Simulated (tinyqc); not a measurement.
# Ellipsometry and reflectance of a transparent film on an absorbing substrate: effect of the index of the transparent film

Air (index 1), film, substrate with N2 = n2 - i k2; time factor exp(+i w t). q_j = sqrt(N_j^2 - sin^2 th), root with positive real part. Fresnel coefficients r_s = (q_a - q_b)/(q_a + q_b), r_p = (N_b^2 q_a - N_a^2 q_b)/(N_b^2 q_a + N_a^2 q_b). tan(Psi) exp(i Delta) = R_p/R_s, Delta taken from 0 to 360 degrees.

beta = 2 pi d q1/lam, X = exp(-2 i beta), R = (r01 + r12 X)/(1 + r01 r12 X) for p and s. dDelta/dd is the derivative of Delta; period lam/(2 q1).

Parameters, values chosen for the exercise; indices close to those of silicon dioxide on silicon: wavelength lam = 800 nm; angle of incidence th = 70 degrees; film thickness d = 250 nm; index of the substrate n2 = 3.692; extinction coefficient of the substrate k2 = 0.0065.

Result of one run:

| Psi (degrees) | Delta (degrees) | \|R_p\|^2 | \|R_s\|^2 | dDelta/dd (degrees/nm) | period (nm) |
|---|---|---|---|---|---|
| 13.52 | 341.3 | 0.02637 | 0.4560 | -2.322 | 161.4 |

Which index of the transparent film n1 gave this result: 1.45, 2.05, 2.25, 2.45 or 2.65?

n1 = 2.65.

The whole series:

| n1 | Psi (degrees) | Delta (degrees) | \|R_p\|^2 | \|R_s\|^2 | dDelta/dd (degrees/nm) | period (nm) |
|---|---|---|---|---|---|---|
| 1.25 | 60.34 | 195.0 | 0.2627 | 0.08521 | 1.952 | 485.3 |
| 1.45 | 34.94 | 280.9 | 0.1970 | 0.4035 | -0.1031 | 362.2 |
| 1.65 | 18.30 | 261.8 | 0.06874 | 0.6285 | -0.9366 | 294.9 |
| 1.85 | 9.135 | 182.7 | 0.01761 | 0.6809 | -2.976 | 251.0 |
| 2.05 | 13.82 | 107.8 | 0.03888 | 0.6429 | -1.640 | 219.5 |
| 2.25 | 18.32 | 69.84 | 0.05816 | 0.5307 | -1.384 | 195.7 |
| 2.45 | 18.94 | 30.28 | 0.04907 | 0.4167 | -1.907 | 176.8 |
| 2.65 | 13.52 | 341.3 | 0.02637 | 0.4560 | -2.322 | 161.4 |

Psi moves up and down between 9.14 and 60.3 degrees and |R_p|^2 moves up and down between 0.0176 and 0.263. The slope of Delta is largest in size, 2.98 degrees/nm, at n1 = 1.85 among the rows.

Numbers from tinyqc (`OMP_NUM_THREADS=1 python tinyqc.py 2870183 2870184 out.jsonl`; about 0.01 s on one thread of a shared Intel Xeon 2.30GHz).
